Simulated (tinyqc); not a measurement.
# Slope factor and drain-induced lowering from three currents

Problem. With source and body at 0 V, I = A exp((Vg + dd Vd)/(nf Vt)) (1 - exp(-Vd/Vt)). Find nf, the swing nf Vt ln 10 and dd.

Values chosen for this exercise:
```
symbol,value,unit,meaning
T,300,K,temperature
```

Constants: q = 1.602176634e-19 C, kB = 1.380649e-23 J/K, Vt = kB T/q. Results are converted to the units shown.

currents at (Vg, Vd) = (0, 0.05), (0, 0.9) and (0.06, 0.9) V (nA/um): 0.041022743  0.26758826  1.2197241

Answer. The pair at equal Vd gives nf; the pair at equal Vg, after dividing out the factors 1 - exp(-Vd/Vt), gives dd.

nf = 1.53
swing = 91.1 mV/decade
dd = 0.0800

Numbers from tinyqc (`OMP_NUM_THREADS=1 python tinyqc.py 2242210 2242211 out.jsonl`; about 0.03 s on one thread of a shared Intel Xeon 2.30GHz).
